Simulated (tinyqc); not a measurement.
From results back to parameters: static screening by free carriers. Three cases, with inputs chosen for the exercise.

Problem. At zero temperature the gas shows Friedel oscillations of period pi/kF and a Thomas-Fermi length 1/qTF; n and m are hidden.

kF = (3 pi^2 n/Mv)^(1/3), EF = c kF^2/m with c = hbar^2/2m0, n in 1/angstrom^3 (1e-24 per 1/cm^3), e2 = e^2/(4 pi eps0). Thomas-Fermi: qTF^2 = 6 pi e2 n/(eps EF). Debye: qD^2 = 4 pi e2 n/(eps kB T).

Constants: hbar^2/2m0 = 3.80998211 eV angstrom^2; e^2/(4 pi eps0) = 14.39964547 eV angstrom.

Case 1.

Values chosen (out of a larger set: near those of Si; not measured data): Mv = 6 (valleys); eps = 11.7 (background dielectric constant).

period = 206.843 angstrom
1/qTF = 12.9132 angstrom

Case 2.

Values chosen (out of a larger set: near those of GaN; not measured data): Mv = 1 (valleys); eps = 9.02 (background dielectric constant).

period = 90.7751 angstrom
1/qTF = 22.7116 angstrom

Case 3.

Values chosen (out of a larger set: a free-electron density near that of Na; not measured data): Mv = 1 (valleys); eps = 1 (background dielectric constant).

period = 3.41042 angstrom
1/qTF = 0.671699 angstrom

Find: kF; n; m.

Solution. kF = pi/period and n = Mv kF^3/(3 pi^2); qTF^2 = 2 e2 Mv m kF/(pi eps c) then gives m.

Case 1.

kF = 0.01519 1/angstrom
n = 7.10e+17 1/cm^3
m = 0.320 m0

Case 2.

kF = 0.03461 1/angstrom
n = 1.40e+18 1/cm^3
m = 0.210 m0

Case 3.

kF = 0.9212 1/angstrom
n = 2.64e+22 1/cm^3
m = 1.000 m0

Computed by tinyqc, one run a case: `OMP_NUM_THREADS=1 python tinyqc.py N N+1 out.jsonl` with N = 1652422, 1652428, 1652437; one thread of a shared Intel(R) Xeon(R) Processor @ 2.30GHz, about 0.01 s a run at most.
